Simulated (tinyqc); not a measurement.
Closing and inverting the gap: three-level Kane dispersion of a narrow-gap semiconductor.

Zero of energy at Gamma8, c = hbar^2/2m0, P^2 = Ep c. The free-electron term and remote bands are left out, so the heavy holes are flat at E = 0 and the other three bands obey E (E - Eg)(E + Dso) = P^2 k^2 (E + 2 Dso/3). The conduction band is the highest root; its edge is Ec = max(Eg, 0).

Constants: hbar^2/2m0 = 3.80998211 eV angstrom^2.

Inputs chosen for the exercise (out of a larger set: near those of HgTe; not measured data): Dso = 1.12 eV (spin-orbit splitting); Ep = 19.6 eV (Kane energy); k = 0.013 1/angstrom (wave vector).

Eg is varied at fixed k, Dso and Ep. Edge mass: Eg (Eg + Dso)/(Ep (Eg + 2 Dso/3)) for Eg > 0, 3 |Eg|/(2 Ep) for Eg < 0. The Gamma6 weight of the conduction state is 1/(1 + P^2 k^2 [(2/3)/E^2 + (1/3)/(E + Dso)^2]).

Results:
```
Eg (eV)      m0*  highest root (eV)  middle (eV)  lowest (eV)  E - Ec (meV)  Gamma6 weight
-0.400   0.03061             0.0202      -0.4143      -1.1259          20.2          0.046
-0.200   0.01531             0.0362      -0.2316      -1.1246          36.2          0.135
-0.080   0.00612             0.0611      -0.1371      -1.1241          61.1          0.307
-0.020   0.00153             0.0838      -0.1000      -1.1238          83.8          0.455
0.020    0.00152             0.1042      -0.0805      -1.1237          84.2          0.562
0.080    0.00592             0.1424      -0.0589      -1.1235          62.4          0.705
0.200    0.01423             0.2384      -0.0352      -1.1232          38.4          0.869
0.400    0.02705             0.4226      -0.0199      -1.1228          22.6          0.953
```

What can be read from this table?

The edge mass vanishes with |Eg| from both sides, yet the kinetic energy at this k stays finite, at most 84.2 meV in the table; at Eg = 0 the two-level form, without the split-off band, gives the linear value sqrt(2/3) P k = 91.7 meV. The Gamma6 weight of the conduction state goes smoothly from 0.05 to 0.95 and is 0.45 and 0.56 in the two rows next to Eg = 0: at finite k nothing jumps at the inversion.

tinyqc: `OMP_NUM_THREADS=1 python tinyqc.py 1050422 1050423 out.jsonl`; about 0.01 s, one thread, shared Intel(R) Xeon(R) Processor @ 2.30GHz.
